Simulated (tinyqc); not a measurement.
# ESD clamp with bipolar snapback, compact model and design window: what changes with what

The drain junction multiplies the current that enters it: Igen = (M - 1)(Ic + I0), M = 1/(1 - (Vj/BV)^n). The generated holes leave through the substrate resistance and the base of the parasitic npn: Igen = Vb/Rb + Ic/be, Ic = Is exp(Vb/Vt). Terminal current I = Ic + I0 + Igen and voltage V = Vj + I Ro, per width. Isothermal, constant gain.

Inputs (values chosen for the exercise); values close to those of grounded-gate n-channel clamps: temperature T = 300 K; junction breakdown voltage BV = 8.6 V; exponent of the multiplication n = 4.7; current gain of the parasitic npn be = 7.8; saturation current Is = 1.3e-17 A/um; junction leakage I0 = 5.2e-11 A/um; substrate resistance Rb = 12000 ohm um; drain ballast and contact resistance Ro = 250 ohm um; failure current for 100 ns It2 = 4.6 mA/um.

Constants: q = 1.602176634e-19 C, kB = 1.380649e-23 J/K, Vt = kB T/q. Results are converted to the units shown.

Each table varies one quantity; the others keep the values above.

## Effect of the current gain of the parasitic npn

For given Vb: Ic, Igen, M = 1 + Igen/(Ic + I0), Vj = BV (1 - 1/M)^(1/n), I and V. Vt1 is the maximum of V along the curve, Vh the following minimum, Vt2 the voltage at I = It2. It1 and Ih are the currents at Vt1 and Vh.

Results:

| be | Vt1 (V) | It1 (uA/um) | Vh (V) | Ih (uA/um) | Vt2 (V) | Vt2 - Vt1 (V) |
|---|---|---|---|---|---|---|
| 1 | 8.611 | 44.84 | 7.737 | 608.9 | 8.595 | -0.01575 |
| 1.7 | 8.611 | 44.83 | 7.362 | 764.6 | 8.150 | -0.4603 |
| 2.9 | 8.611 | 44.82 | 6.939 | 948.2 | 7.649 | -0.9621 |
| 4.9 | 8.611 | 44.82 | 6.513 | 1155 | 7.138 | -1.472 |
| 8.2 | 8.611 | 44.81 | 6.116 | 1383 | 6.653 | -1.958 |
| 24 | 8.611 | 44.81 | 5.437 | 1912 | 5.790 | -2.820 |
| 40 | 8.611 | 44.81 | 5.201 | 2169 | 5.478 | -3.132 |

Estimate the missing row, be = 14.

Computed row:

| be | Vt1 (V) | It1 (uA/um) | Vh (V) | Ih (uA/um) | Vt2 (V) | Vt2 - Vt1 (V) |
|---|---|---|---|---|---|---|
| 14 | 8.611 | 44.81 | 5.748 | 1640 | 6.192 | -2.419 |

With this row back in the table: As be goes from 1 to 40, Vt1 stays near 8.61 V, It1 stays near 44.8 uA/um, Vh falls from 7.74 to 5.20 V and Vt2 falls from 8.59 to 5.48 V. Vt2 exceeds Vt1, the condition for all fingers to turn on, in 0 of the 8 rows. A higher gain needs less multiplication to hold, so Vh falls.

## Effect of the exponent of the multiplication

Same model as above.

Result of one run:

| n | Vt1 (V) | It1 (uA/um) | Vh (V) | Ih (uA/um) | Vt2 (V) | Vt2 - Vt1 (V) |
|---|---|---|---|---|---|---|
| 2.5 | 8.610 | 43.37 | 4.450 | 1593 | 4.923 | -3.687 |

What becomes of these results when the exponent of the multiplication n is changed from 2.5 to 4.5, all else the same?

Result of the changed run:

| n | Vt1 (V) | It1 (uA/um) | Vh (V) | Ih (uA/um) | Vt2 (V) | Vt2 - Vt1 (V) |
|---|---|---|---|---|---|---|
| 4.5 | 8.611 | 44.71 | 6.053 | 1380 | 6.591 | -2.019 |

The whole series:

| n | Vt1 (V) | It1 (uA/um) | Vh (V) | Ih (uA/um) | Vt2 (V) | Vt2 - Vt1 (V) |
|---|---|---|---|---|---|---|
| 2 | 8.610 | 42.86 | 3.755 | 1624 | 4.221 | -4.389 |
| 2.5 | 8.610 | 43.37 | 4.450 | 1593 | 4.923 | -3.687 |
| 3 | 8.610 | 43.79 | 4.991 | 1543 | 5.478 | -3.132 |
| 3.5 | 8.610 | 44.14 | 5.420 | 1488 | 5.924 | -2.686 |
| 4 | 8.611 | 44.45 | 5.767 | 1433 | 6.289 | -2.322 |
| 4.5 | 8.611 | 44.71 | 6.053 | 1380 | 6.591 | -2.019 |
| 5 | 8.611 | 44.96 | 6.291 | 1330 | 6.846 | -1.764 |
| 5.5 | 8.611 | 45.18 | 6.493 | 1283 | 7.064 | -1.547 |
| 6 | 8.611 | 45.38 | 6.666 | 1240 | 7.251 | -1.360 |

As n goes from 2 to 6, Vt1 stays near 8.61 V, It1 rises from 42.9 to 45.4 uA/um, Vh rises from 3.75 to 6.67 V and Vt2 rises from 4.22 to 7.25 V. Vt2 exceeds Vt1, the condition for all fingers to turn on, in 0 of the 9 rows.

## Effect of the drain ballast and contact resistance

Same model as above.

Results:

| Ro (ohm um) | Vt1 (V) | It1 (uA/um) | Vh (V) | Ih (uA/um) | Vt2 (V) | Vt2 - Vt1 (V) |
|---|---|---|---|---|---|---|
| 30 | 8.601 | 39.99 | 5.686 | 4352 | 5.686 | -2.915 |
| 92 | 8.604 | 42.53 | 5.878 | 2378 | 5.972 | -2.632 |
| 160 | 8.607 | 43.79 | 6.015 | 1750 | 6.284 | -2.322 |
| 280 | 8.612 | 45.07 | 6.193 | 1274 | 6.836 | -1.776 |
| 490 | 8.622 | 46.37 | 6.418 | 918.6 | 7.802 | -0.8191 |
| 860 | 8.639 | 47.69 | 6.701 | 653.5 | 9.504 | 0.8654 |
| 1500 | 8.670 | 49.04 | 7.049 | 460.3 | 12.45 | 3.778 |

Estimate the missing row, Ro = 52 ohm um.

Computed row:

| Ro (ohm um) | Vt1 (V) | It1 (uA/um) | Vh (V) | Ih (uA/um) | Vt2 (V) | Vt2 - Vt1 (V) |
|---|---|---|---|---|---|---|
| 52 | 8.602 | 41.24 | 5.768 | 3243 | 5.788 | -2.814 |

With this row back in the table: As Ro goes from 30 to 1500 ohm um, Vt1 rises from 8.60 to 8.67 V, It1 rises from 40.0 to 49.0 uA/um, Vh rises from 5.69 to 7.05 V and Vt2 rises from 5.69 to 12.4 V. Vt2 exceeds Vt1, the condition for all fingers to turn on, in 2 of the 8 rows. Ballast buys uniform turn-on with a higher clamping voltage.

Program tinyqc, `OMP_NUM_THREADS=1 python tinyqc.py 2670101 2670102 out.jsonl`; Intel Xeon 2.30GHz, shared host, one thread, about 0.02 s.
